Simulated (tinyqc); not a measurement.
Velocity overshoot from momentum and energy balance equations after a field step. Changing the energy relaxation time tau_E. Computed by tinyqc, a small Python program. Command: `OMP_NUM_THREADS=1 python tinyqc.py 3028106 3028107 out.jsonl overshoot sweep`. One thread of a shared host (Intel(R) Xeon(R) Processor @ 2.30GHz), about 0.07 s of CPU time with the checks.

At t = 0 the field jumps from 0 to F in a uniform sample. v is the drift velocity and u = w - (3/2) k_B T the excess energy per carrier.

Inputs (values chosen for the exercise, modelled on holes in silicon except for tau_E):

| quantity | value | unit |
|---|---|---|
| effective mass m | 0.38 | m_0 |
| low-field mobility mu_0 | 470 | cm^2/(V s) |
| saturation velocity v_s | 0.86 | 1e7 cm/s |
| field after the step F | 23 | kV/cm |
| lattice temperature T | 300 | K |
| time step dt | 7.1 | fs |

Scheme: explicit Euler.

Constants: m_0 = 9.1093837015e-31 kg; e = 1.602176634e-19 C; k_B = 8.617333262e-05 eV/K.

Method:
- dv/dt = e F/m - v/tau_m(u), du/dt = e F v - u/tau_E, tau_m(u) = tau_0/(1 + c u), tau_0 = m mu_0/e, c = mu_0/(e tau_E v_s^2); this choice gives the steady state v (1 + mu_0 F v/v_s^2) = mu_0 F, which saturates at v_s. Steady velocity v = 2 mu_0 F/(1 + sqrt(1 + 4 (mu_0 F/v_s)^2)); u = e F v tau_E; carrier temperature T + 2u/(3 k_B), neglecting the drift energy m v^2/2.
- Step: v_new = v + dt (e F/m - v/tau_m(u)), u_new = u + dt (e F v - u/tau_E). Start v = u = 0; the distance adds dt (v + v_new)/2.
- Run to 8 times the larger of tau_E and tau_0, but at most 20001 steps, and stop early if |v| > 1000 v_s or u < -1/(2c); the run is accepted if the last v is within 0.5 % of the steady value.

One run for each value:

| energy relaxation time tau_E (ps) | peak over steady velocity | time of the peak (fs) | distance at the peak (nm) | steady carrier temperature (K) |
|---|---|---|---|---|
| 0.10 | 1.1574 | 149.1 | 7.147 | 403.8 |
| 0.15 | 1.2219 | 156.2 | 7.824 | 455.7 |
| 0.24 | 1.3005 | 177.5 | 9.627 | 549.2 |
| 0.36 | 1.3691 | 191.7 | 10.956 | 673.7 |
| 0.55 | 1.4392 | 213.0 | 12.945 | 871.0 |
| 0.85 | 1.5073 | 241.4 | 15.660 | 1182.4 |
| 1.30 | 1.5687 | 262.7 | 17.844 | 1649.6 |
| 2.00 | 1.6243 | 291.1 | 20.757 | 2376.3 |

Over the rows, peak over steady velocity rises from 1.16 to 1.62 (exponent d ln y / d ln x 0.13 between the first rows and 0.081 between the last); time of the peak (fs) rises from 149 to 291 (exponent d ln y / d ln x 0.11 between the first rows and 0.24 between the last); distance at the peak (nm) rises from 7.15 to 20.8 (exponent d ln y / d ln x 0.22 between the first rows and 0.35 between the last). The steady velocity is the same in every row; a longer tau_E delays the heating and so lets v climb further towards mu_0 F.

Extremes, crossings and ranges named in words are read from the listed rows.
